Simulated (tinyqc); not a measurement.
Self-heating of a transistor with one or more fingers, with temperature-dependent conductivity: one step, computed by the program tinyqc. Command: `OMP_NUM_THREADS=1 python tinyqc.py 3030267 3030268 out.jsonl selfheat walk`. One thread of a shared host (Intel(R) Xeon(R) Processor @ 2.30GHz), about 0.07 s of CPU time with the checks.

N long parallel fingers lie on the top face of a slab whose bottom is held at T_0; the top is otherwise insulated, and heat flows in two dimensions. P in W/mm is 1000 P in W/m.

Problem. Linear temperature rise of each finger. theta_i = (P/(pi kappa_0)) [g_0 + sum over j != i of g(|i - j| s)], with equal powers and constant conductivity; thermal resistance = largest theta/P.

Inputs (values chosen for the exercise, modelled on gallium arsenide):

| quantity | value | unit |
|---|---|---|
| conductivity at the base temperature kappa_0 | 46.1 | W/(m K) |
| power per gate width P | 0.4 | W/mm |
| fingers N | 3 | - |
| width of the heat source w | 0.13 | micrometre |
| phonon free path Lambda | 66 | nm |

Power: power rises with temperature.

own factor g_0 = 8.762424

g(j s), j = 1..7: 2.260114  1.577794  1.190017  0.926377  0.732985  0.585382  0.470131

Give: theta of each finger; largest theta; thermal resistance.

Solution.

theta of each finger (K): 34.80  36.69  34.80

largest theta = 36.69 K

thermal resistance = 91.71 K mm/W

The neighbours supply 34 % of the rise of the hottest finger, which runs 1.9 K above the outer ones. Caution: the source is narrower than two phonon free paths, so the Fourier result understates the rise at the source.
